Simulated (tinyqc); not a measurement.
Solid solubility of a dopant against its melt (retrograde solidus), clustering and the electrically active fraction: one step, computed by the program tinyqc. Command: `OMP_NUM_THREADS=1 python tinyqc.py 3031735 3031736 out.jsonl retro walk`. One thread of a shared host (Intel(R) Xeon(R) Processor @ 2.30GHz), about 0.01 s of CPU time with the checks.

Task: Liquidus and solidus at T. x_l and x_s are atom fractions of the dopant in melt and solid; the solid is dilute. Liquidus of the host: R T ln(1 - x_l) + L x_l^2 = -H_f (1 - T/T_m). Distribution: k = x_s/x_l = exp[L (1 - x_l)^2/(R T)] exp(S/k_B - H/(k_B T)), the first factor being the activity coefficient in the melt. Solubility = x_s N0; at T_m x_l = 0.

Inputs (values chosen for the exercise, of the order of those of gallium in silicon for the solubility): melting point of the host T_m = 1687 K; heat of melting of the host H_f = 50.2 kJ/mol; interaction L of the melt = 3.1 kJ/mol; enthalpy of transfer from melt to solid H = 0.658 eV; entropy of transfer S = -0.34 k_B; site density N0 = 5e+22 1/cm^3; temperature T = 1420 K.

Constants: R = 8.314462618 J/(mol K); k_B = 8.617333262e-05 eV/K.

Give: x_l; distribution coefficient k; x_s; solubility; k at the melting point.

Result:

x_l = 0.52548

distribution coefficient k = 0.0034889

x_s = 0.0018333

solubility = 9.1665e+19 1/cm^3

k at the melting point = 0.0096073

k has changed by a factor 0.36 from its value at T_m, while x_l has grown from 0 to 0.525.
